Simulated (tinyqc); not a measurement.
Raising D: domain walls in a thin film with perpendicular anisotropy: Bloch, Neel and chiral walls, motion and stripe domains. Computed by tinyqc, a small Python program. Command: `OMP_NUM_THREADS=1 python tinyqc.py 3031281 3031282 out.jsonl mwall walk`. One thread of a shared host (Intel(R) Xeon(R) Processor @ 2.30GHz), about 0.01 s of CPU time with the checks.

One-dimensional wall: polar angle theta(x), azimuth phi of the moment in the wall (phi = 0 Neel, 90 degrees Bloch). mu_0 = 1.25663706212e-6 T m/A, gamma = 1.76085963023e11 rad/(s T).

Inputs (values chosen for the exercise, for a model film): saturation magnetisation M_s = 1370 kA/m; exchange stiffness A = 16 pJ/m; uniaxial anisotropy K_u = 1270 kJ/m^3; DMI constant D = 0.15 mJ/m^2; thickness t = 2.4 nm.

Method. K_eff = K_u - mu_0 M_s^2/2; Delta = sqrt(A/K_eff); sigma_0 = 4 sqrt(A K_eff); profile theta = 2 arctan exp(x/Delta); quality factor Q = 2 K_u/(mu_0 M_s^2). sigma(phi) = sigma_0 + 2 Delta K_D cos^2(phi) - pi D cos(phi), with the wall shape anisotropy K_D = N_x mu_0 M_s^2/2, N_x = t ln 2/(pi Delta). The minimum has cos(phi) = D/D_N for D < D_N = 4 Delta K_D/pi and phi = 0 beyond; sigma turns negative at D_c = (sigma_0 + 2 Delta K_D)/pi.

D_N = 0.795093 mJ/m^2

D_c = 1.93144 mJ/m^2

width parameter Delta = 13.2811 nm

sigma_0 = 4.81887 mJ/m^2

Wall against D; the last column is the Kaplan-Gehring width, log10[0.955 t exp(pi sigma/(mu_0 M_s^2 t))/nm], with a dash where it falls below 10 Delta and the formula fails:
```
D (mJ/m^2)  phi (degrees)  sigma (mJ/m^2)  sigma/sigma_0  log10 domain width
0.16               78.391          4.7683        0.98950                   -
0.39               60.626          4.5184        0.93764                   -
0.40               59.796          4.5028        0.93440                   -
0.64               36.396          4.0097        0.83207                   -
0.77               14.433          3.6475        0.75693                   -
1.20                0.000          2.2979        0.47685                   -
1.50                0.000          1.3554        0.28127                   -
1.70                0.000          0.7271        0.15088                   -
```

D_N is 41 % of D_c. Beyond D_N sigma falls by pi per unit of D.

Extremes, crossings and ranges named in words are read from the listed rows.
